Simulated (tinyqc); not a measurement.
Admittance spectroscopy and thermally stimulated current of one trap level in a depletion layer: one step, computed by the program tinyqc.

A Schottky junction on n-type material holds one donor-like electron trap; shallow donors are fully ionised and abrupt depletion edges are assumed.

Question. Temperature of the peak. N_c = 2 (2 pi m k_B T/h^2)^(3/2), v_th = sqrt(3 k_B T/m), emission rate e_n = sigma v_th N_c exp(-E_t/(k_B T)). Where the level crosses the Fermi level capture equals emission, so the trap follows the signal with the rate 2 e_n; G/omega peaks at omega = 2 e_n (the correction for large N_t/N is left out). Solve 2 e_n(T_p) = 2 pi f.

Inputs (values chosen for the exercise, modelled on n-type germanium): density-of-states mass m = 0.565 m_0; shallow doping N = 1.1e+16 1/cm^3; trap density N_t = 5.1e+15 1/cm^3; trap depth E_t below the band = 0.266 eV; capture cross section sigma = 1.5e-16 cm^2; test frequency f = 500 Hz.

Constants: k_B = 1.380649e-23 J/K; m_0 = 9.1093837015e-31 kg; h = 6.62607015e-34 J s; k_B = 8.617333262e-05 eV/K.

Give: peak temperature T_p; N_c at T_p; e_n at T_p; E_c - E_F = k_B T_p ln(N_c/N).

Answer.

peak temperature T_p = 196.3 K

N_c at T_p = 5.639e+18 1/cm^3

e_n at T_p = 1571 1/s

E_c - E_F = k_B T_p ln(N_c/N) = 0.1055 eV

Caution: N_t/N is not small, so the peak moves away from omega = 2 e_n.
